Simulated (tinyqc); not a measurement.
From results back to parameters: Boltzmann transport in a parabolic band with a power-law relaxation time. Two cases, with inputs chosen for the exercise.

Problem. The Seebeck coefficient and the Hall density nH = n/rH are given; md is hidden (a Pisarenko analysis).

F_j(eta) = (1/Gamma(j + 1)) integral_0^infinity x^j dx/(1 + exp(x - eta)), which tends to exp(eta) for eta << 0.

n = N F_1/2(eta) with N = 2 (m kB T/(4 pi c))^(3/2) with c = hbar^2/2m0, in 1/angstrom^3; times 1e24 for 1/cm^3, m = md.

tau = tau0 x^r with x = E/kT. With K_j = Gamma(j + 1) F_j(eta): <tau> = tau0 (r + 3/2) K_(r+1/2)/((3/2) K_(1/2)); mu = <tau>/(mc m0/e), m0/e = 5.685630e-12 kg/C; Hall factor rH = (3/2) K_(1/2) (2r + 3/2) K_(2r+1/2)/((r + 3/2) K_(r+1/2))^2; Seebeck S = -(kB/e) [(r + 5/2) K_(r+3/2)/((r + 3/2) K_(r+1/2)) - eta]; Lorenz number L = (kB/e)^2 [(r + 7/2) K_(r+5/2)/((r + 3/2) K_(r+1/2)) - ((r + 5/2) K_(r+3/2)/((r + 3/2) K_(r+1/2)))^2]; kB/e in V/K. Valley anisotropy is left out of rH.

Constants: hbar^2/2m0 = 3.80998211 eV angstrom^2; kB = 8.617333262e-05 eV/K.

Case 1.

Values chosen (out of a larger set: masses near those of SiC; tau0 is set for a mobility of the usual size at this n, kL is a free input; freeze-out and phonon drag, which matter near 77 K, are left out; not measured data): r = -0.5 (exponent of tau); T = 400 K.

S = -64.261 microvolt/K
nH = 1.9321e+20 1/cm^3

Case 2.

Values chosen (out of a larger set: masses near those of InP; tau0 is set for a mobility of the usual size at this n, kL is a free input; freeze-out and phonon drag, which matter near 77 K, are left out; not measured data): r = -0.5 (exponent of tau); T = 500 K.

S = -596.631 microvolt/K
nH = 7.9825e+15 1/cm^3

Find: eta; rH; n; md.

Solution. S depends on eta alone and |S| falls steadily with it; eta gives rH and so n, and N = n/F_1/2(eta) gives md from N proportional to md^(3/2).

Case 1.

eta = 4.28
rH = 1.035
n = 2.0e+20 1/cm^3
md = 0.807 m0

Case 2.

eta = -4.92
rH = 1.178
n = 9.4e+15 1/cm^3
md = 0.083 m0

Computed by tinyqc, one run a case: `OMP_NUM_THREADS=1 python tinyqc.py N N+1 out.jsonl` with N = 1682010, 1682040; one thread of a shared Intel(R) Xeon(R) Processor @ 2.30GHz, about 0.01 s a run at most.
